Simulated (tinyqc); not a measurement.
Inside a calculation. Model: time-domain thermoreflectance: layered heat flow under a modulated pulse train, and what the signal ratio measures. Computed by tinyqc, a small Python program that keeps every step. Command: `OMP_NUM_THREADS=1 python tinyqc.py 3111449 3111450 out.jsonl tdtr walk`. One thread of a shared host (Intel(R) Xeon(R) Processor @ 2.30GHz), about 0.1 s of CPU time with the checks. Intermediate numbers are printed to about 6 digits and carried at full precision; extremes and crossings named in words are read from the listed rows.

Pulses repeat at 80 MHz; heat is laid down at the surface, all layers are isotropic.

Inputs (values chosen for the exercise, modelled on aluminium on beta-Ga2O3):
```
quantity                                value        unit
metal thickness d                         100          nm
metal conductivity                        140     W/(m K)
metal heat capacity                      2.42  MJ/(m^3 K)
boundary conductance G under the metal     98  MW/(m^2 K)
substrate conductivity kappa             15.2     W/(m K)
substrate heat capacity C                3.35  MJ/(m^3 K)
modulation frequency f                     12         MHz
spot radius w (1/e^2, pump and probe)     4.7  micrometre
delay t                                  4000          ps
```

Stack: metal, substrate.

## Length and time scales

Penetration depth sqrt(kappa/(pi f C)); effusivity sqrt(kappa C); cooling time of the metal d C_m/G; Kapitza length kappa/G.

penetration depth = 0.346924 micrometre

effusivity = 7135.83 W s^(1/2)/(m^2 K)

cooling time of the metal = 2469.39 ps

Kapitza length = 155.102 nm

depth over spot radius = 0.0738135

## Impedance at k = 0 and the modulation frequency

For radial wave number k and angular frequency W each layer has u = sqrt(4 pi^2 k^2 + i W C/kappa) and gamma = kappa u. Surface impedance from below: Z = 1/gamma for the substrate; a layer of thickness L maps Z to (Z + tanh(u L)/gamma)/(1 + gamma Z tanh(u L)); a boundary adds 1/G. Take k = 0 and W = 2 pi f.

Z of the substrate = 11.4120-11.4120i m^2 K/GW

Z at the surface = 13.9156-13.9601i m^2 K/GW

## Response at the modulation frequency

Response per absorbed watt H(W) = 2 pi int_0^(2/w) Z(k, W) exp(-pi^2 k^2 w^2) k dk by 20 Gauss-Legendre points.

H(2 pi f) = 0.200695-0.188056i K/mW

phase of H(2 pi f) = -43.1378 degrees

## Signal at one delay

Signal: X + iY = sum_(m = -M..M) H(2 pi (f + m f_r)) exp(i 2 pi m f_r t) exp(-pi (m/M)^2 x 4), f_r = 80 MHz, M = 4000, with H(-W) the complex conjugate of H(W); V_in = X, V_out = Y, ratio = -V_in/V_out.

V_in = 0.241025 K/mW

V_out = -0.207898 K/mW

ratio -V_in/V_out = 1.15934

## Ratio and sensitivities against delay

Sensitivity S = ln(ratio'/ratio)/ln(1.01) for a rise of one input by 1 %.

Ratio and sensitivities:
```
t (ps)    ratio  S to kappa     S to G     S to d    S to C     S to w
100     4.62034    0.404043   0.176350  -0.880412  0.399622  -0.152695
200     4.30422    0.391318   0.141744  -0.894909  0.386882  -0.147219
400     3.83061    0.367871   0.087252  -0.796725  0.363408  -0.137780
800     3.13980    0.329940   0.011523  -0.647456  0.325355  -0.123710
1500    2.37013    0.282786  -0.068897  -0.474031  0.277840  -0.108123
2500    1.72037    0.238951  -0.133570  -0.321704  0.233266  -0.096181
4000    1.15934    0.200135  -0.188320  -0.187702  0.192874  -0.090004
```

The largest sensitivity in size at 100 ps is to d (-0.88). The sensitivity to G changes sign between 800 and 1500 ps, which helps to separate G from inputs whose sensitivity keeps its sign. kappa and C enter almost alike, through the effusivity. At 400 ps an error of 3 % in d passes on as 6 % in kappa.

Checks made by the program: steady rise of a bare substrate, 1/(2 sqrt(pi) w kappa), from the same quadrature (relative difference below 1e-10).
